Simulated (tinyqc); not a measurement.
Worked calculation: plane-wave Kohn-Sham cycle with exchange-only LDA in a layered model solid. Computed by tinyqc, a small Python program that keeps every step. Settings: points = 16, plane-wave index or count = 3, electrons = 4, k points = 1, area = 17.0, mixing = 0.8, iteration cap = 62. Command: `OMP_NUM_THREADS=1 python tinyqc.py 31559 31560 out.jsonl` (the two numbers bound the seeds that draw the settings). One thread of a shared host (Intel(R) Xeon(R) Processor @ 2.60GHz), about 0.01 s of CPU time with the checks.

A solid whose potential varies along x alone (atomic units):
```
parameter                      value
period a                   13.200000
cross-section of the cell  17.000000
electrons per cell                 4
grid points                       16
plane waves -n..n, n               3
k points                           1
V1 in V1 cos(2 pi x/a)     -0.130000
V2 in V2 cos(4 pi x/a)      0.060000
```

Stop when sqrt(dV sum R^2) is below 1e-8, dV = a A/N.

Course of the cycle:
```
iteration  E (hartree)  norm of the residual
1          -0.71864513              1.61e-01
2          -1.47837255              3.53e-01
3          -3.21386986              4.48e-01
4          -3.02576157              4.50e-01
5          -3.39293796              4.48e-01
6          -2.98353786              4.48e-01
7          -3.38013772              4.48e-01
8          -2.98399873              4.48e-01
9          -3.38047938              4.48e-01
10         -2.98401541              4.48e-01
11         -3.38047975              4.48e-01
...                ...                   ...
52         -2.98401587              4.48e-01
53         -3.38047990              4.48e-01
54         -2.98401587              4.48e-01
55         -3.38047990              4.48e-01
56         -2.98401587              4.48e-01
57         -3.38047990              4.48e-01
58         -2.98401587              4.48e-01
59         -3.38047990              4.48e-01
60         -2.98401587              4.48e-01
61         -3.38047990              4.48e-01
62         -2.98401587              4.48e-01
```

Can the last value be used, and what does the course show?

Not by the stop rule. Not converged within 62 iterations: the residual has stopped falling: the iteration swings between two states. Reruns (cap 100 unless said): mixing 0.1: not converged; mixing 0.5, Kerker q0 1.0: not converged; mixing 0.3, Pulay depth 5: not converged; the original settings with a cap of 400: not converged.
